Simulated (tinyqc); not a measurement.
n-type polysilicon, carrier trapping at grain boundaries: two steps of the calculation.

One-dimensional grains of size Lg, uniform ionised doping N, monovalent traps Qt at each boundary at a depth Et below (for electrons) or above (for holes) the band edge there, abrupt depletion of width W on each side of a boundary, Boltzmann statistics. xi is the distance from the band edge at the grain centre to the Fermi level. Trapped charge Qt/(1 + exp((xi + VB - Et)/Vt)) = 2 N W, barrier VB = q N W^2/(2 eps0 eps_r).

Values chosen for this exercise; values of the order met in polycrystalline silicon:
```
symbol   value        unit                                                              meaning
T          300           K                                                          temperature
eps_r     11.7                                                            relative permittivity
NB      2.8e19       cm^-3                               conduction-band density of states at T
Lg          53          nm                                                           grain size
Qt      3.4e12       cm^-2                                     trap density of a grain boundary
Et        0.32          eV  depth of the trap level from the majority band edge at the boundary
ms        0.57          m0                                         mass for thermionic emission
fe         0.5                                           correction factor of the emission rate
mug         59  cm^2/(V s)                                           mobility inside the grains
N       1.3e18       cm^-3                                                               doping
```

Constants: q = 1.602176634e-19 C, kB = 1.380649e-23 J/K, m0 = 9.1093837015e-31 kg, Vt = kB T/q, eps0 = 8.8541878128e-14 F/cm where lengths are in cm. Results are converted to the units shown.

Problem 1. New W. Partly depleted grain, xi = Vt ln(NB/N): f = 1/(1 + exp((xi + VB - Et)/Vt)), g = Qt f - 2 N W, g' = -2 Qt f (1 - f) VB/(W Vt) - 2 N, W(new) = W - g/g'.

W after iteration 1 = 12.890240 nm

Wanted: VB; f; g; g'; W after iteration 2.

Solution 1.

VB = 0.16704 V
f = 0.94517
g = -1.3790e11 cm^-2
g' = -4.3665e11 cm^-2/nm
W after iteration 2 = 12.574 nm

Problem 2. Resistivity and effective mobility. n0 = NB exp(-xi/Vt); mean density n0 (1 - 2 W/Lg) by charge balance in a partly depleted grain, and n0 (sqrt(pi)/2) erf(u)/u with u = sqrt(VB/Vt) in a fully depleted one; v = sqrt(kB T/(2 pi ms m0)); barrier resistivity Vt exp(VB/Vt)/(q fe n0 v Lg); grain resistivity (1 - 2 W/Lg)/(q n0 mug); effective mobility 1/(q mean density total resistivity).

W = 12.554465 nm
xi = 0.079361509 V
VB = 0.15844757 V

Find: n0; mean density; v; barrier resistivity; grain resistivity; resistivity; effective mobility.

Solution 2.

n0 = 1.300e18 cm^-3
mean density = 6.841e17 cm^-3
v = 3.563e6 cm/s
barrier resistivity = 6.033 ohm cm
grain resistivity = 0.04282 ohm cm
resistivity = 6.076 ohm cm
effective mobility = 1.501 cm^2/(V s)

The resistivity is 74.7 times that of a single crystal with the same N and mobility mug, and the mean density is 52.6 % of N.

Program tinyqc, `OMP_NUM_THREADS=1 python tinyqc.py 2830051 2830052 out.jsonl`; Intel Xeon 2.30GHz, shared host, one thread, about 0.01 s.
